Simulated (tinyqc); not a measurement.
From results back to parameters: band gaps under pressure and temperature from deformation potentials. Two cases, with inputs chosen for the exercise.

Problem. A gap falls from its value at 0 K by aV T^2/(T + bV). The falls at two temperatures are given.

Case 1.

Values chosen (out of a larger set: near those of GaSb, the X and L potentials typical of such crystals; not measured data): T12 = (100, 200) K (two temperatures).

falls at the two temperatures (meV): 16.721311  47.441860

Case 2.

Values chosen (out of a larger set: near those of GaAs, the X and L potentials typical of such crystals; not measured data): T12 = (77, 100) K (two temperatures).

falls at the two temperatures (meV): 11.680352  18.137931

Find: T^2/fall; aV; bV.

Solution. T^2/fall = (T + bV)/aV is a straight line in T with slope 1/aV and intercept bV/aV.

Case 1.

T^2/fall (K^2/meV): 598.0  843.1

aV = 0.408 meV/K
bV = 144 K

Case 2.

T^2/fall (K^2/meV): 507.6  551.3

aV = 0.526 meV/K
bV = 190 K

Computed by tinyqc, one run a case: `OMP_NUM_THREADS=1 python tinyqc.py N N+1 out.jsonl` with N = 1050852, 1050857; one thread of a shared Intel(R) Xeon(R) Processor @ 2.30GHz, about 0.01 s a run at most.
